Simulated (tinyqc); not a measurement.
Comparisons within one model: free and nearly free electrons in a metal. A value that a table varies takes the place of the one given here.

The cubic cell holds 4 atoms: n = 4 z/a^3, kF = (3 pi^2 n)^(1/3), EF = c kF^2/m, vF = 2 c kF/(m hbar), c = hbar^2/2m0; rs = (3/(4 pi n))^(1/3)/a0; D(EF) = 3 n/(2 EF).

Two plane waves k and k - G, G = (111) (2 pi/a): H = [[c k^2/m, V], [V, c (k - G)^2/m]] with c = hbar^2/2m0.

Square wire of width w with grain size w: rho/rho0 = 1/(1 - 3 al/2 + 3 al^2 - 3 al^3 ln(1 + 1/al)) + (3/4) (1 - p) l/w, with al = (l/w) Rg/(1 - Rg) (Mayadas-Shatzkes plus the thick-wire form of Fuchs-Sondheimer); l = hbar kF/(n e^2 rho), e = 1.602176634e-19 C.

Constants: hbar^2/2m0 = 3.80998211 eV angstrom^2; hbar = 6.58211957e-16 eV s; a0 (Bohr radius) = 0.5291772105 angstrom.

Values chosen for the exercise (near those of Ag, whose d bands this model ignores; the results hold for these values, not for the real material): a = 4.066 angstrom (fcc lattice constant); z = 1 (free electrons an atom); m = 1 m0 (mass); rho = 1.6 micro-ohm cm (bulk resistivity); p = 0.2 (specularity of the surfaces); Rg = 0.34 (reflection at grain boundaries); w = 14 nm (wire width).

## When the Fermi surface touches the face

On the face the lower band is E = c (G^2/4 + q^2)/m - V, q along the face. EF is held at its free value. A neck opens where EF > c G^2/(4m) - V, with radius q; the second band fills where EF > c G^2/(4m) + V.

Necks:

| V (eV) | lower band at the face centre (eV) | neck radius (1/angstrom) | radius/kF |
|---|---|---|---|
| 0.2 | 6.624 | - | - |
| 0.5 | 6.324 | - | - |
| 0.8 | 6.024 | - | - |
| 1.1 | 5.724 | - | - |
| 1.4 | 5.424 | 0.1878 | 0.155 |
| 1.8 | 5.024 | 0.3745 | 0.310 |
| 2.2 | 4.624 | 0.4952 | 0.410 |
| 2.6 | 4.224 | 0.5918 | 0.490 |

EF = 5.558 eV
c G^2/(4m) = 6.824 eV

Contact needs V > 1.266 eV. It is first met at V = 1.4 eV of those listed, and the radius then grows as the square root of the excess, to 0.490 kF at 2.6 eV. EF is held at its free value here; a count of states lowers it as V grows, strongly for V of an eV or more, so the threshold is a lower bound, the radii are upper bounds, and some necks may vanish.

## Resistivity of narrow wires

Wires:

| w (nm) | al | grain term (factor - 1) | surface term | rho (micro-ohm cm) |
|---|---|---|---|---|
| 200 | 0.134 | 0.194 | 0.156 | 2.16 |
| 100 | 0.268 | 0.382 | 0.313 | 2.71 |
| 50 | 0.537 | 0.751 | 0.625 | 3.80 |
| 30 | 0.895 | 1.236 | 1.042 | 5.25 |
| 20 | 1.342 | 1.838 | 1.563 | 7.04 |
| 14 | 1.918 | 2.610 | 2.234 | 9.35 |
| 10 | 2.685 | 3.636 | 3.127 | 12.42 |
| 7 | 3.835 | 5.173 | 4.467 | 17.02 |

l = 52.12 nm

At 7 nm the resistivity is 10.64 times the bulk value; grain boundaries add more (5.17 from grains, 4.47 from surfaces). It passes twice the bulk value between 100 and 50 nm. The surface formula is meant for w above l = 52 nm, so the rows below that are rough.

## What sets the wire resistivity

All results formed anew. Each row changes one parameter from the base and keeps the others.

Results:

| case | EF (eV) | l (nm) | wire rho (micro-ohm cm) |
|---|---|---|---|
| base | 5.558 | 52.12 | 9.349 |
| a = 4.188 angstrom | 5.239 | 55.29 | 9.817 |
| m = 1.2 m0 | 4.632 | 52.12 | 9.349 |
| rho = 1.92 micro-ohm cm | 5.558 | 43.43 | 9.682 |
| p = 0.5 | 5.558 | 52.12 | 8.009 |
| Rg = 0.238 | 5.558 | 52.12 | 7.729 |
| w = 9.8 nm | 5.558 | 52.12 | 12.639 |

The largest shifts from the base row, up to three for each result and ties (the steps differ in size, so this ranks the rows, not the parameters). EF (eV): m -0.926, a -0.319; unchanged at the printed digits by rho, p, Rg and w. l (nm): rho -8.69, a +3.17; unchanged at the printed digits by m, p, Rg and w. wire rho (micro-ohm cm): w +3.290, Rg -1.620, p -1.340; unchanged at the printed digits by m. The mass drops out of l at given rho, because vF falls and tau rises by the same factor.

Run: tinyqc, `OMP_NUM_THREADS=1 python tinyqc.py 1681369 1681370 out.jsonl`; Intel(R) Xeon(R) Processor @ 2.30GHz, one thread, shared host; about 0.01 s of CPU time with all checks.
